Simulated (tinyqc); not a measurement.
Cahn-Hilliard equation on a periodic one-dimensional grid. Changing the mean composition c0. Computed by tinyqc, a small Python program. Command: `OMP_NUM_THREADS=1 python tinyqc.py 3005270 3005271 out.jsonl cahn sweep`. One thread of a shared host (Intel(R) Xeon(R) Processor @ 2.30GHz), about 0.7 s of CPU time with the checks.

Free energy F = h sum_j [A (c_j^2 - 1)^2/4 + (kappa/2) ((c_(j+1) - c_j)/h)^2]; dc/dt = Lap(mu), mu = A (c^3 - c) - kappa Lap(c), Lap(y)_j = (y_(j+1) - 2 y_j + y_(j-1))/h^2, mobility 1; the grid has n = 16 points.

Inputs (values chosen for the exercise, in reduced units):

| quantity | value | unit |
|---|---|---|
| spacing h | 1.4 | - |
| well depth A | 1.3 | - |
| gradient coefficient kappa | 0.51 | - |
| noise amplitude | 0.05 | - |
| time step dt | 0.1 | - |
| end time | 150 | - |

Scheme: explicit Euler.

random numbers: -0.941  0.381  0.418  -0.948  -0.169  -0.934  -0.544  0.630  0.290  -0.669  0.160  0.007  0.126  -0.759  -0.513  0.100

Method:
- f'' = A (3 c0^2 - 1). Mode m has lambda_m = (4/h^2) sin^2(pi m/n) and the rate w_m = -lambda_m (f'' + kappa lambda_m). In the continuum the fastest wavelength is 2 pi sqrt(2 kappa/|f''|) with the rate f''^2/(4 kappa). Explicit steps near c = +-1, where f'' = 2A, are stable for dt < 2/(16 kappa/h^4 + 8 A/h^2).
- Start: c_j = c0 + amplitude x (z_j - mean of z).
- c(new) = c + dt Lap(mu).
- Run to the end time; break off if |c| exceeds 3 or F has risen by more than 1e-9 in more than 30 steps. Domains = stretches with c > c0.

One run for each value:

| mean composition c0 | fastest wavelength | largest rate | F at the end | f'' |
|---|---|---|---|---|
| -0.48 | 10.02 | 0.0790 | 2.371 | -0.40144 |
| -0.36 | 7.12 | 0.3095 | 2.706 | -0.79456 |
| -0.24 | 6.12 | 0.5669 | 3.529 | -1.07536 |
| -0.12 | 5.69 | 0.7584 | 3.539 | -1.24384 |
| 0.00 | 5.57 | 0.8284 | 3.538 | -1.30000 |
| 0.12 | 5.69 | 0.7584 | 2.093 | -1.24384 |
| 0.24 | 6.12 | 0.5669 | 4.605 | -1.07536 |
| 0.36 | 7.12 | 0.3095 | 3.628 | -0.79456 |
| 0.48 | 10.02 | 0.0790 | 2.371 | -0.40144 |

Describe and explain the trends.

Over the rows, fastest wavelength goes from 10.0 through a minimum among these rows, 5.57 at 0, to 10.0; largest rate goes from 0.0790 through a maximum among these rows, 0.828 at 0, to 0.0790; F at the end lies between 2.09 and 4.60 without a single trend. The spinodal lies at |c0| = 1/sqrt(3) = 0.577, where the wavelength diverges and the rate vanishes.

Extremes, crossings and ranges named in words are read from the listed rows.
